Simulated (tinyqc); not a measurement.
## In-plane mass from two subband densities

Question. At zero temperature each occupied subband holds N_k = D (EF - E_k), D = md m0 q/(pi hbar^2) per eV. Two subbands are occupied. Find md, EF - E1 and EF - E2.

Constants: q = 1.602176634e-19 C, hbar = 1.054571817e-34 J s, m0 = 9.1093837015e-31 kg. Results are converted to the units shown.

N1, N2 (cm^-2): [1.2835983e12, 9.1e10]
E2 - E1 = 41.8 meV

Solution. N1 - N2 = D (E2 - E1) gives D and so md; each N_k/D is a distance to EF.

md = 0.0683 m0
EF - E1 = 45.0 meV
EF - E2 = 3.19 meV

Numbers from tinyqc (`OMP_NUM_THREADS=1 python tinyqc.py 2140009 2140010 out.jsonl`; about 0.1 s on one thread of a shared Intel Xeon 2.30GHz).
